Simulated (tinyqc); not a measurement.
Quantum against classical capture: non-radiative capture by multiphonon emission, one effective mode. Computed by tinyqc, a small Python program. Command: `OMP_NUM_THREADS=1 python tinyqc.py 3022625 3022626 out.jsonl capture walk`. One thread of a shared host (Intel(R) Xeon(R) Processor @ 2.30GHz), about 0.01 s of CPU time with the checks.

The initial state (free carrier plus empty centre) lies dE above the final state; both have the same frequency and are displaced by dQ.

Inputs (values chosen for the exercise, with mass, screening and phonons like those of CdTe):

| quantity | value | unit |
|---|---|---|
| energy released dE | 0.123 | eV |
| phonon energy hbar omega | 20.3 | meV |
| Huang-Rhys factor S | 3.72 | - |
| electron-phonon coupling W | 0.029 | eV/(u^(1/2) angstrom) |
| cell volume V | 1360 | angstrom^3 |
| degeneracy g | 2 | - |
| broadening b | 16 | meV |
| carrier mass m | 0.65 | m_0 |
| dielectric constant eps | 10.1 | - |
| temperature T | 77 | K |

Centre: attractive.

Constants: hbar^2/u = 4.18015928e-03 eV angstrom^2; k_B = 8.617333262e-05 eV/K; hbar = 6.582119569e-16 eV s; Ry = 13.605693123 eV.

Method:
- dQ = sqrt(2 S (hbar^2/u)/hbar omega); relaxation energy lambda = S hbar omega; phonons needed P = dE/hbar omega; classical barrier E_b = (dE - lambda)^2/(4 lambda); occupation n = 1/(exp(hbar omega/k_B T) - 1).
- M_p = sum_m w_m <m_i|Q|(m + p)_f>^2 with Q counted from the final minimum and Boltzmann weights w_m for m = 0..24; <m_i|Q|k_f> = sqrt((hbar^2/u)/(2 hbar omega)) [sqrt(k) <m|k-1> + sqrt(k+1) <m|k+1>], with overlaps of oscillators displaced by d = sqrt(2 S) summed on 1500 points from -16 to 16 + d.
- The delta function is a Gaussian of standard deviation b at dE - p hbar omega.
- C_0 = V (2 pi/hbar) g W^2 sum_p M_p Gaussian_p. Here the sum runs over all p.
- Classical (Marcus) form: replace the sum by Q_c^2 exp(-E_b/k_B T)/sqrt(4 pi lambda k_B T), Q_c = dQ (dE + lambda)/(2 lambda).
- Sommerfeld factor of an attractive centre: s(k) = 2 pi nu/(1 - exp(-2 pi nu)), nu = sqrt(Ry*/E), Ry* = Ry m/eps^2, averaged over (2/sqrt(pi)) sqrt(x) exp(-x) dx with x = E/k_B T = t^2 (trapezoid, t to 6 in steps of 0.01).
- The last column is -k_B d ln C_0/d(1/T) from this row and the one above.

dQ = 1.23776 u^(1/2) angstrom

lambda = 0.075516 eV

classical barrier E_b = 0.00746441 eV

Against temperature:

| T (K) | C_0, quantum (cm^3/s) | C_0, classical (cm^3/s) | Sommerfeld factor | activation energy (eV) |
|---|---|---|---|---|
| 19 | 2.4174e-07 | 1.5356e-08 | 51.589 | - |
| 35 | 2.4188e-07 | 9.0935e-08 | 38.010 | 1.9666e-06 |
| 59 | 2.4377e-07 | 1.9167e-07 | 29.276 | 5.7693e-05 |
| 94 | 2.5004e-07 | 2.6232e-07 | 23.194 | 3.4681e-04 |
| 140 | 2.5768e-07 | 2.9095e-07 | 19.006 | 7.4194e-04 |
| 210 | 2.6092e-07 | 2.9197e-07 | 15.519 | 4.5229e-04 |
| 330 | 2.5136e-07 | 2.7061e-07 | 12.383 | -1.8568e-03 |
| 520 | 2.2777e-07 | 2.3727e-07 | 9.873 | -7.6688e-03 |

What does the comparison show, and why?

At 19.0 K the quantum value is 16 times the classical one: C_0 comes from tunnelling out of the lowest level and hardly depends on T. At 520 K the ratio is 0.96. The largest apparent activation energy is 0.001 eV against the classical barrier of 0.007 eV; a barrier below one phonon energy gives no activated range. The measured coefficient is C = s C_0, and s changes by a factor 0.19 over these rows, so C changes by 0.18 where C_0 changes by 0.94.

Extremes, crossings and ranges named in words are read from the listed rows.
